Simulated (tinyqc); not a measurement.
Limits of the phonon part: Bloch-Grueneisen resistivity of a metal. Computed by tinyqc, a small Python program. Command: `OMP_NUM_THREADS=1 python tinyqc.py 3013121 3013122 out.jsonl bg walk`. One thread of a shared host (Intel(R) Xeon(R) Processor @ 2.30GHz), about 0.01 s of CPU time with the checks.

Electrons scatter from a Debye spectrum of phonons (n = 5 for scattering within one band, n = 3 for scattering into a second, heavy band) and from static defects.

Inputs (values chosen for the exercise, modelled on platinum): exponent n = 5; Debye temperature Theta = 216 K; transport coupling lambda_tr = 0.43; Drude plasma energy hbar w_p = 6.9 eV; residual resistivity rho_0 = 0.31 microohm cm; coefficient A of T^2 = 0.58 picoohm cm/K^2.

Addition: T^2 term.

Constants: k_B = 1.380649e-23 J/K; hbar = 1.054571817e-34 J s; eps_0 = 8.8541878128e-12 F/m; hbar = 6.582119569e-16 eV s.

Method:
- J_n(y) = int_0^y x^n e^x/(e^x - 1)^2 dx, by 96 Gauss-Legendre points (upper limit at most 60).
- rho_ph = (n - 1) rho_1 (T/Theta)^n J_n(Theta/T), with rho_1 = 2 pi lambda_tr k_B Theta/(hbar eps_0 w_p^2), the high-temperature line at T = Theta.
- rho = rho_0 + A T^2 + rho_ph.
- Low T: (n - 1) n! zeta(n) rho_1 (T/Theta)^n. High T: rho_1 (T/Theta) [1 - (n - 1)/(12 (n + 1)) (Theta/T)^2].

Resistivities (microohm cm):
```
T (K)      rho_ph   low-T law  straight line  line with correction  total rho
6.5    9.6445e-05  9.6445e-05          0.236                     -      0.310
11.0   1.3386e-03  1.3387e-03          0.400                     -      0.311
17.0   1.1654e-02  1.1802e-02          0.618                     -      0.322
26.0   8.3076e-02  9.8760e-02          0.945                     -      0.393
43.0   4.9847e-01  1.2220e+00          1.563                     -      0.810
76.0   1.8208e+00  2.1076e+01          2.763                 1.523      2.134
110.0  3.2525e+00  1.3387e+02          3.999                 3.142      3.569
170.0  5.6576e+00  1.1802e+03          6.180                 5.626      5.984
260.0  9.0985e+00  9.8760e+03          9.452                 9.089      9.448
430.0  1.5415e+01  1.2220e+05         15.632                15.413     15.832
```

What follows from these numbers?

The low-T law holds to 10 % up to 17 K, the straight line from 170 K on. The local exponent of rho_ph falls from 5.00 to 1.05. Phonons overtake the residual resistivity between 26.0 and 43.0 K.

Extremes, crossings and ranges named in words are read from the listed rows.
